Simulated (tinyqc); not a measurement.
Inside a calculation. Model: off-state leakage of single and stacked transistors.

Computed by the program tinyqc: `OMP_NUM_THREADS=1 python tinyqc.py 2242133 2242134 out.jsonl`, one thread of a shared Intel Xeon 2.30GHz, about 0.03 s for the whole run. Printed values are rounded.

n-channel devices of unit width. Subthreshold current I(Vg, Vs, Vd) = I0 (T/300 K)^0.5 exp[(Vg - Vs - VT(T) - gb (Vs - Vb) + dd (Vd - Vs))/(nf Vt)] (1 - exp(-(Vd - Vs)/Vt)), VT(T) = VT - cT (T - 300 K). Gate-edge tunnelling Ig (Vd/1 V) exp(ag (Vd - 1 V)), for a gate at 0 V, and band-to-band leakage Ab u exp(-Bb/u), u = Vd - Vb + 1 V, flow at a drain held at V; both are taken as independent of T. In a stack of off transistors (all gates at 0 V) the same subthreshold current passes through each.

Inputs (values chosen for the exercise); values of the order met in bulk silicon logic transistors: temperature T = 358 K; supply voltage V = 0.7 V; threshold at 300 K, zero drain and body bias VT = 0.32 V; fall of the threshold with temperature cT = 1 mV/K; current at threshold at 300 K I0 = 0.27 uA/um; slope factor nf = 1.2; drain-induced lowering per volt dd = 0.13; rise of the threshold per volt of source-body bias gb = 0.2; gate-edge tunnelling current at 1 V Ig = 0.0004 uA/um; exponential slope of the gate current ag = 3.4 1/V; prefactor of band-to-band leakage at the drain Ab = 50 uA/(um V); its exponential voltage Bb = 21 V; body voltage Vb = -0.6 V.

Constants: q = 1.602176634e-19 C, kB = 1.380649e-23 J/K, Vt = kB T/q. Results are converted to the units shown.

## Leakage of one transistor

Vg = Vs = 0, Vd = V; effective threshold VT(T) - gb Vb - dd V.

effective threshold = 0.291 V
parts (nA/um): subthreshold 0.1137440, gate edge 0.1009666, band-to-band 12.45663
total = 12.67134 nA/um
shares (%): subthreshold 0.8976479, gate edge 0.7968109, band-to-band 98.30554

The band-to-band part is the largest.

## Starting value

Vx = dd V/(1 + gb + 2 dd), the solution for Vx well above Vt, rounded to three decimals.

Vx at the start = 0.062 V

## Iteration 1: new Vx

Stack of two, Vx the node between them: I_low = I(0, 0, Vx), I_up = I(0, Vx, V), f = ln(I_up/I_low), f' = -(1 + gb + 2 dd)/(nf Vt) - 1/(Vt (exp(Vx/Vt) - 1)) - 1/(Vt (exp((V - Vx)/Vt) - 1)), Vx(new) = Vx - f/f'.

I_low = 0.01048183 nA/um
I_up = 0.01226205 nA/um
f = 0.1568664
f' = -44.45489 1/V
Vx after iteration 1 = 0.06552866 V

## Iteration 2: new Vx

As before.

I_low = 0.01079004 nA/um
I_up = 0.01080206 nA/um
f = 0.001113273
f' = -43.83905 1/V
Vx after iteration 2 = 0.06555406 V

## Iteration 3: new Vx

As before.

I_low = 0.01079221 nA/um
I_up = 0.01079221 nA/um
f = 5.222550e-8
f' = -43.83493 1/V
Vx after iteration 3 = 0.06555406 V

## Course of the iteration

Stop when the step is below 1e-11 V, or after 40 iterations.

Course of the iteration:
```
iteration,Vx before the step (V),step (V)
1,0.062,3.53e-3
2,0.06552866,2.54e-5
3,0.06555406,1.19e-9
4,0.06555406,< 1e-15
```

Converged in 4 iterations. The subthreshold current of the stack is 0.01079 nA/um, 10.5 times less than that of one transistor (the drain leakage is unchanged); the estimate exp[dd V (1 + gb + dd)/((1 + gb + 2 dd) nf Vt)] gives 9.39.
